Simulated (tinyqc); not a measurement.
Isochronal anneals: hydrogen passivation of interface dangling bonds: competing passivation and dissociation with distributed barriers. Computed by tinyqc, a small Python program. Command: `OMP_NUM_THREADS=1 python tinyqc.py 3022379 3022380 out.jsonl passiv walk`. One thread of a shared host (Intel(R) Xeon(R) Processor @ 2.30GHz), about 0.02 s of CPU time with the checks.

P_b + H2 gives P_bH + H at the rate k_f [H2]; P_bH gives P_b + H at the rate k_d. All defects start unpassivated. E_f and E_d are Gaussian and independent.

Inputs (values chosen for the exercise, close to those used for P_b centres at the silicon-oxide interface):
```
quantity                                      value          unit
passivation prefactor k_f0                  1.6e-07        cm^3/s
mean passivation barrier E_f                   1.54            eV
spread sigma_f                                0.078            eV
dissociation prefactor k_d0                   1e+12           1/s
mean dissociation barrier E_d                  2.72            eV
spread sigma_d                                0.086            eV
H2 in the oxide per atm, solubility factor    4e+17  1/(cm^3 atm)
hydrogen pressure p                               1           atm
anneal time t                                   140             s
```

Constants: k_B = 8.617333262e-05 eV/K.

Method:
- [H2] = solubility factor x p; a = k_f0 [H2] exp(-E_f/(k_B T)), d = k_d0 exp(-E_d/(k_B T)). For one pair of barriers the active share is y = [d + a exp(-(a + d) t)]/(a + d).
- Temperatures in kelvin are T(C) + 273.15.
- Average y over both Gaussians with 40 x 40 Gauss-Hermite points.
- Minimise the averaged y over T between 150 and 900 C: find where ln y is equal at T - 0.05 and T + 0.05 C; T is rounded to 0.1 C.

best temperature = 501.5 C

Active share after the time t:
```
T (C)     a (1/s)     d (1/s)  single barriers  distributed
200    2.5281e-06  1.0661e-17       9.9965e-01   9.9786e-01
250    9.3444e-05  6.2635e-15       9.8700e-01   9.5446e-01
300    1.8398e-03  1.2098e-12       7.7293e-01   6.6556e-01
350    2.2454e-02  1.0041e-10       4.3127e-02   1.8412e-01
400    1.8898e-01  4.3226e-09       2.2876e-08   1.1813e-02
450    1.1847e+00  1.1060e-07       9.3360e-08   1.3425e-04
500    5.8572e+00  1.8607e-06       3.1768e-07   1.6882e-06
600    8.2676e+01  1.9966e-04       2.4150e-06   7.9418e-06
700    6.7730e+02  8.1956e-03       1.2100e-05   3.1546e-05
800    3.7494e+03  1.6835e-01       4.4898e-05   9.8700e-05
```

What does the comparison show, and why?

The distributed share is least at 500 C among these rows, 1.7e-6, and the search puts the optimum at 501.5 C. On the cold side defects with high E_f survive; on the hot side dissociation, with the larger barrier, gains on passivation with an energy E_d - E_f = 1.18 eV. In that row single barriers give 3.2e-7, so the spread raises the floor. Caution: atomic hydrogen, which both passivates and depassivates, and further passivation during cooling are left out. Caution: shares below about 1e-3 in these rows are formal; measured passivation levels off well above them.

Extremes, crossings and ranges named in words are read from the listed rows.
